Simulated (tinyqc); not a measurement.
# Off-state leakage of single and stacked transistors: what changes with what

n-channel devices of unit width. Subthreshold current I(Vg, Vs, Vd) = I0 (T/300 K)^0.5 exp[(Vg - Vs - VT(T) - gb (Vs - Vb) + dd (Vd - Vs))/(nf Vt)] (1 - exp(-(Vd - Vs)/Vt)), VT(T) = VT - cT (T - 300 K). Gate-edge tunnelling Ig (Vd/1 V) exp(ag (Vd - 1 V)), for a gate at 0 V, and band-to-band leakage Ab u exp(-Bb/u), u = Vd - Vb + 1 V, flow at a drain held at V; both are taken as independent of T. In a stack of off transistors (all gates at 0 V) the same subthreshold current passes through each.

Values chosen for this exercise; values of the order met in bulk silicon logic transistors: temperature T = 330 K; supply voltage V = 0.7 V; threshold at 300 K, zero drain and body bias VT = 0.4 V; fall of the threshold with temperature cT = 0.7 mV/K; current at threshold at 300 K I0 = 0.8 uA/um; slope factor nf = 1.26; drain-induced lowering per volt dd = 0.14; rise of the threshold per volt of source-body bias gb = 0.19; gate-edge tunnelling current at 1 V Ig = 1e-6 uA/um; exponential slope of the gate current ag = 3.2 1/V; prefactor of band-to-band leakage at the drain Ab = 1 uA/(um V); its exponential voltage Bb = 19 V; body voltage Vb = 0 V.

Constants: q = 1.602176634e-19 C, kB = 1.380649e-23 J/K, Vt = kB T/q. Results are converted to the units shown.

Each table varies one quantity; the others keep the values above.

## Subthreshold current against the height of the stack

All n gates at 0 V, bottom source at 0 V, top drain at V; node voltages follow from equal currents.

Result of one run:

| n | I (nA/um) | reduction factor | drain voltage of the bottom device (mV) | source voltage of the top device (mV) | voltage across the top device (V) |
|---|---|---|---|---|---|
| 3 | 0.01233 | 26.73 | 21.48 | 88.52 | 0.6115 |

What becomes of these results when the number of transistors in series n is changed from 3 to 4, all else the same?

Result of the changed run:

| n | I (nA/um) | reduction factor | drain voltage of the bottom device (mV) | source voltage of the top device (mV) | voltage across the top device (V) |
|---|---|---|---|---|---|
| 4 | 0.008065 | 40.86 | 12.65 | 99.95 | 0.6000 |

The whole series:

| n | I (nA/um) | reduction factor | drain voltage of the bottom device (mV) | source voltage of the top device (mV) | voltage across the top device (V) |
|---|---|---|---|---|---|
| 1 | 0.3295 | 1.000 | 700.0 | 0 | 0.7000 |
| 2 | 0.02551 | 12.92 | 68.93 | 68.93 | 0.6311 |
| 3 | 0.01233 | 26.73 | 21.48 | 88.52 | 0.6115 |
| 4 | 0.008065 | 40.86 | 12.65 | 99.95 | 0.6000 |
| 5 | 0.005979 | 55.12 | 8.950 | 108.0 | 0.5920 |
| 6 | 0.004745 | 69.44 | 6.920 | 114.2 | 0.5858 |

The second transistor cuts the current by a factor of 12.9, the third by a further 2.07 and the sixth by 1.26. The top device keeps 83.7 % of the supply at n = 6, while the drain voltage of the bottom one falls to 0.243 Vt.

## Leakage components against the body voltage

Same model as above.

One transistor with Vg = Vs = 0, Vd = V; stack factor I(one)/I(two in series).

The same in every row: gate edge (nA/um) = 2.680e-4; stack factor = 12.92.

Results:

| Vb (V) | subthreshold (nA/um) | band-to-band (nA/um) | total (nA/um) | largest part |
|---|---|---|---|---|
| 0.2 | 0.9516 | 0.004732 | 0.9566 | subthreshold |
| 0 | 0.3295 | 0.02380 | 0.3536 | subthreshold |
| -0.2 | 0.1141 | 0.08626 | 0.2006 | subthreshold |
| -0.4 | 0.03951 | 0.2471 | 0.2869 | band-to-band |
| -0.6 | 0.01368 | 0.5944 | 0.6083 | band-to-band |
| -0.8 | 0.004737 | 1.251 | 1.256 | band-to-band |
| -1.2 | 5.680e-4 | 4.140 | 4.141 | band-to-band |
| -1.4 | 1.967e-4 | 6.754 | 6.754 | band-to-band |

Estimate the missing row, Vb = -1 V.

Computed row:

| Vb (V) | subthreshold (nA/um) | band-to-band (nA/um) | total (nA/um) | largest part |
|---|---|---|---|---|
| -1 | 0.001640 | 2.373 | 2.374 | band-to-band |

With this row back in the table: As Vb goes from 0.2 to -1.4, the total leakage goes from 0.957 through a minimum of 0.201 (at Vb = -0.2 among the rows listed) to 6.75 nA/um. The subthreshold part leads at Vb = 0.2, the band-to-band part from -0.4 on. The exact minimum lies at Vb = -0.219 V: reverse body bias lowers the subthreshold part by a decade every nf Vt ln 10/gb = 0.434 V but raises the band-to-band part. The reduction by a stack of two stays at 12.9, for the subthreshold part alone. For Vb = 0.2 the body is forward biased; the junction current, left out, is still small at this voltage.

Program tinyqc, `OMP_NUM_THREADS=1 python tinyqc.py 2242156 2242157 out.jsonl`; Intel Xeon 2.30GHz, shared host, one thread, about 0.03 s.
